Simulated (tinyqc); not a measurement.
Stress along the channel: six-band hole subbands of a thin body in a field.

Basis X, Y, Z times spin, hole energies counted downwards from the unstrained edge (the hydrostatic shift is left out), c = hbar^2/2m0. For a symmetric tensor T let C(T) have C_XX = L Txx + M (Tyy + Tzz), C_XY = N Txy (cyclic), L = c (g1 + 4 g2), M = c (g1 - 2 g2), N = 6 c g3. k = q + kz n, n the unit normal, q = k1 u + k2 v with u along the channel [1-10] and v = n x u. H = C(k k^T) + (Dso/3)(1 - L.sigma) - B + e F z with (L_k)_ij = -i epsilon_kij; B is the block C built from the traceless strain with 2b, -b and sqrt(3) d in place of L, M, N. Strain: exx = eyy = (s11 + s12) sx/2, ezz = s12 sx, exy = -s44 sx/4. Hard walls at z = 0 and t; basis sin(j pi z/t), j = 1 to Nz: kz^2 = (j pi/t)^2, kz = -i D with D_jl = 4 j l/(t (j^2 - l^2)), z_jj = t/2 and z_jl = -8 t j l/(pi (j^2 - l^2))^2 for j + l odd; 1 MV/cm = 0.01 eV/angstrom.

Nz = 14. E1 is the top subband at q = 0, gap the distance to the next pair, and the masses are c q^2/(E(q) - E1) at |q| = 0.02 1/angstrom (mean of the spin pair) along the channel [1-10] and across it in the plane; a dash marks a band that does not rise.

Constants: hbar^2/2m0 = 3.80998211 eV angstrom^2.

Values chosen for the exercise (near those of a p-type Si channel; shifted at random, so the results belong to these values and not to a real crystal): g1 = 4.29 (Luttinger gamma1); g2 = 0.34 (gamma2); g3 = 1.45 (gamma3); Dso = 0.044 eV (spin-orbit splitting); b = -2.09 eV (tetragonal potential); d = -4.89 eV (trigonal potential); S = (7.75, -2.17, 12.55) 1/TPa (compliances s11, s12, s44); face = 111 (surface); t = 40 angstrom (body thickness); F = 0.2 MV/cm (field across the body).

Each row has its own sx.

Results:

| sx (GPa) | E1 (meV) | gap (meV) | m channel | m across |
|---|---|---|---|---|
| -3.0 | -27.3 | 101.0 | 0.127 | 1.250 |
| -2.0 | 9.0 | 101.0 | 0.131 | 1.156 |
| -1.0 | 44.3 | 62.3 | 0.141 | 0.896 |
| -0.5 | 60.2 | 39.1 | 0.162 | 0.609 |
| 0.0 | 70.6 | 27.1 | 0.273 | 0.276 |
| 0.5 | 69.1 | 38.8 | 0.506 | 0.165 |
| 1.0 | 61.8 | 61.9 | 0.589 | 0.151 |

What does the comparison show?

Under 2 GPa of compression the channel mass goes from 0.273 to 0.131 m0, the mass across from 0.276 to 1.156; the gap to the next subband is 101, 27 and 62 meV at -2, 0 and +1 GPa. The lightest channel mass of the table, 0.127 m0, is at -3.0 GPa.

tinyqc: `OMP_NUM_THREADS=1 python tinyqc.py 1250309 1250310 out.jsonl`; about 0.3 s, one thread, shared Intel(R) Xeon(R) Processor @ 2.30GHz.
